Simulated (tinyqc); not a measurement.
Comparisons within one model: free and nearly free electrons in a metal. A value that a table varies takes the place of the one given here.

The cubic cell holds 4 atoms: n = 4 z/a^3, kF = (3 pi^2 n)^(1/3), EF = c kF^2/m, vF = 2 c kF/(m hbar), c = hbar^2/2m0; rs = (3/(4 pi n))^(1/3)/a0; D(EF) = 3 n/(2 EF).

Two plane waves k and k - G, G = (111) (2 pi/a): H = [[c k^2/m, V], [V, c (k - G)^2/m]] with c = hbar^2/2m0.

Square wire of width w with grain size w: rho/rho0 = 1/(1 - 3 al/2 + 3 al^2 - 3 al^3 ln(1 + 1/al)) + (3/4) (1 - p) l/w, with al = (l/w) Rg/(1 - Rg) (Mayadas-Shatzkes plus the thick-wire form of Fuchs-Sondheimer); l = hbar kF/(n e^2 rho), e = 1.602176634e-19 C.

Constants: hbar^2/2m0 = 3.80998211 eV angstrom^2; hbar = 6.58211957e-16 eV s; a0 (Bohr radius) = 0.5291772105 angstrom.

Inputs chosen for the exercise (near those of Au, whose d bands this model ignores; the results hold for these values, not for the real material):
- a = 4.081 angstrom (fcc lattice constant)
- z = 1 (free electrons an atom)
- m = 1 m0 (mass)
- rho = 2.34 micro-ohm cm (bulk resistivity)
- p = 0 (specularity of the surfaces)
- Rg = 0.2 (reflection at grain boundaries)
- w = 10 nm (wire width)

## When the Fermi surface touches the face

On the face the lower band is E = c (G^2/4 + q^2)/m - V, q along the face. EF is held at its free value. A neck opens where EF > c G^2/(4m) - V, with radius q; the second band fills where EF > c G^2/(4m) + V.

Necks:
```
V (eV)  lower band at the face centre (eV)  neck radius (1/angstrom)  radius/kF
0.2                                  6.573                         -          -
0.5                                  6.273                         -          -
0.8                                  5.973                         -          -
1.1                                  5.673                         -          -
1.4                                  5.373                    0.1942      0.161
1.8                                  4.973                    0.3777      0.314
2.2                                  4.573                    0.4977      0.414
2.6                                  4.173                    0.5939      0.493
```

EF = 5.517 eV
c G^2/(4m) = 6.773 eV

Contact needs V > 1.256 eV. It is first met at V = 1.4 eV of those listed, and the radius then grows as the square root of the excess, to 0.493 kF at 2.6 eV. EF is held at its free value here; a count of states lowers it as V grows, strongly for V of an eV or more, so the threshold is a lower bound, the radii are upper bounds, and some necks may vanish.

## Resistivity of narrow wires

Wires:
```
w (nm)     al  grain term (factor - 1)  surface term  rho (micro-ohm cm)
200     0.045                    0.066         0.135                2.81
100     0.090                    0.131         0.269                3.28
50      0.179                    0.258         0.538                4.20
30      0.299                    0.425         0.897                5.43
20      0.449                    0.631         1.346                6.97
14      0.641                    0.893         1.923                8.93
10      0.897                    1.240         2.692               11.54
7       1.282                    1.757         3.846               15.45
```

l = 35.90 nm

At 7 nm the resistivity is 6.60 times the bulk value; surfaces add more (1.76 from grains, 3.85 from surfaces). It passes twice the bulk value between 50 and 30 nm. The surface formula is meant for w above l = 36 nm, so the rows below that are rough.

## What sets the wire resistivity

All results formed anew. Each row changes one parameter from the base and keeps the others.

Results:
```
case                      EF (eV)  l (nm)  wire rho (micro-ohm cm)
base                        5.517   35.90                   11.541
a = 4.203 angstrom          5.201   38.08                   12.095
m = 1.2 m0                  4.598   35.90                   11.541
rho = 2.808 micro-ohm cm    5.517   29.92                   12.021
p = 0.3                     5.517   35.90                    9.651
Rg = 0.14                   5.517   35.90                   10.549
w = 7 nm                    5.517   35.90                   15.452
```

The largest shifts from the base row, up to three for each result and ties (the steps differ in size, so this ranks the rows, not the parameters). EF (eV): m -0.920, a -0.316; unchanged at the printed digits by rho, p, Rg and w. l (nm): rho -5.98, a +2.18; unchanged at the printed digits by m, p, Rg and w. wire rho (micro-ohm cm): w +3.912, p -1.890, Rg -0.992; unchanged at the printed digits by m. The mass drops out of l at given rho, because vF falls and tau rises by the same factor.

Run: tinyqc, `OMP_NUM_THREADS=1 python tinyqc.py 1652201 1652202 out.jsonl`; Intel(R) Xeon(R) Processor @ 2.30GHz, one thread, shared host; about 0.01 s of CPU time with all checks.
